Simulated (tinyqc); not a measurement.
Classical nucleation, growth and JMAK kinetics of crystallisation from a melt or glass: one step, computed by the program tinyqc.

A spherical nucleus cap on a flat wall with a sharp interface of isotropic energy gamma; lambda = Omega^(1/3) is the jump distance.

Problem. Steady nucleation rate. Driving force per volume: dG = H (T_m - T)/T_m. Shape factor f = (2 + cos theta)(1 - cos theta)^2/4. W(r) = f [4 pi r^2 gamma - (4/3) pi r^3 dG]; r* = 2 gamma/dG; W* = f 16 pi gamma^3/(3 dG^2); n* = f (4/3) pi r*^3/Omega. D = D0 exp(-Q/(k_B T)); attachment rate k+ = (A*/lambda^2) D/lambda^2 with A* = 2 pi r*^2 (1 - cos theta); Zeldovich factor Z = sqrt(W*/(3 pi k_B T))/n*; sites per volume N = S_v/lambda^2; I = N Z k+ exp(-W*/(k_B T)); lag time = 1/(4 pi Z^2 k+).

Inputs (values chosen for the exercise, for a model substance):

| quantity | value | unit |
|---|---|---|
| melting point T_m | 1340 | K |
| heat of melting per volume H | 1370 | J/cm^3 |
| interface energy gamma | 0.196 | J/m^2 |
| atomic volume Omega | 31.1 | angstrom^3 |
| temperature T | 882 | K |
| diffusion prefactor D0 | 2.6e-06 | m^2/s |
| activation energy Q | 2.37 | eV |
| contact angle theta | 135 | degrees |
| wall area per volume S_v | 35000 | 1/m |

Nucleation: on a flat wall. Driving force: Turnbull (linear).

Constants: k_B = 8.617333262e-05 eV/K; k_B = 1.380649e-23 J/K.

Give: diffusivity D; attachment rate k+; Zeldovich factor Z; sites N; nucleation rate I; lag time.

Solution.

diffusivity D = 7.460e-20 m^2/s

attachment rate k+ = 57.33 1/s

Zeldovich factor Z = 0.02920

sites N = 3.539e+23 1/m^3

nucleation rate I = 27769 1/(m^3 s)

lag time = 1.628 s

Caution: homogeneous nucleation, left out here, would be as fast or faster: the wall offers too few sites or too small a cut in the barrier.
